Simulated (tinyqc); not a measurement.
Hueckel theory of the pi electrons, for the molecule O=c1cccccc1 (SMILES; centres numbered as the heavy atoms are written), step by step. One step of it, computed by the program tinyqc.

Task: Orbitals. Diagonalise; E = alpha + x beta with beta < 0, so the largest x are filled first; degenerate levels share their electrons. P = sum n_i c_ri c_si; each orbital has its largest coefficient positive (the first on a tie).

Hueckel matrix in units of beta (H = alpha + beta A), order 1O, 2C, 3C, 4C, 5C, 6C, 7C, 8C:
```
[[1.080000, 0.950000, 0.000000, 0.000000, 0.000000, 0.000000, 0.000000, 0.000000],
 [0.950000, 0.000000, 1.000000, 0.000000, 0.000000, 0.000000, 0.000000, 1.000000],
 [0.000000, 1.000000, 0.000000, 1.000000, 0.000000, 0.000000, 0.000000, 0.000000],
 [0.000000, 0.000000, 1.000000, 0.000000, 1.000000, 0.000000, 0.000000, 0.000000],
 [0.000000, 0.000000, 0.000000, 1.000000, 0.000000, 1.000000, 0.000000, 0.000000],
 [0.000000, 0.000000, 0.000000, 0.000000, 1.000000, 0.000000, 1.000000, 0.000000],
 [0.000000, 0.000000, 0.000000, 0.000000, 0.000000, 1.000000, 0.000000, 1.000000],
 [0.000000, 1.000000, 0.000000, 0.000000, 0.000000, 0.000000, 1.000000, 0.000000]]
```

pi electrons, sum of z_r less the charge = 8

Give: x values; occupations; coefficients; charge and bond-order matrix P.

Result:

x values: [2.1909, 1.6232, 1.2470, 0.7605, -0.4450, -0.5966, -1.8019, -1.8980]

occupations: [2.0000, 2.0000, 2.0000, 2.0000, 0.0000, 0.0000, 0.0000, 0.0000]

coefficients, order 1O, 2C, 3C, 4C, 5C, 6C, 7C, 8C:
```
[[0.4527, 0.5122, 0.0000, 0.6468, 0.0000, -0.2829, 0.0000, -0.1853],
 [0.5293, 0.2929, 0.0000, -0.2176, 0.0000, 0.4993, 0.0000, 0.5809],
 [0.3649, -0.0056, 0.4179, -0.3900, 0.5211, -0.0146, 0.2319, -0.4632],
 [0.2700, -0.3019, 0.5211, -0.0790, -0.2319, -0.4906, -0.4179, 0.2983],
 [0.2267, -0.4845, 0.2319, 0.3299, -0.4179, 0.3073, 0.5211, -0.1029],
 [0.2267, -0.4845, -0.2319, 0.3299, 0.4179, 0.3073, -0.5211, -0.1029],
 [0.2700, -0.3019, -0.5211, -0.0790, 0.2319, -0.4906, 0.4179, 0.2983],
 [0.3649, -0.0056, -0.4179, -0.3900, -0.5211, -0.0146, -0.2319, -0.4632]]
```

charge and bond-order matrix P, order 1O, 2C, 3C, 4C, 5C, 6C, 7C, 8C:
```
[[1.7713, 0.4978, -0.1799, -0.1671, 0.1357, 0.1357, -0.1671, -0.1799],
 [0.4978, 0.8266, 0.5527, 0.1434, -0.1873, -0.1873, 0.1434, 0.5527],
 [-0.1799, 0.5527, 0.9197, 0.6976, 0.1074, -0.2802, -0.1735, 0.2212],
 [-0.1671, 0.1434, 0.6976, 0.8838, 0.6046, 0.1212, -0.2025, -0.1735],
 [0.1357, -0.1873, 0.1074, 0.6046, 0.8975, 0.6824, 0.1212, -0.2802],
 [0.1357, -0.1873, -0.2802, 0.1212, 0.6824, 0.8975, 0.6046, 0.1074],
 [-0.1671, 0.1434, -0.1735, -0.2025, 0.1212, 0.6046, 0.8838, 0.6976],
 [-0.1799, 0.5527, 0.2212, -0.1735, -0.2802, 0.1074, 0.6976, 0.9197]]
```
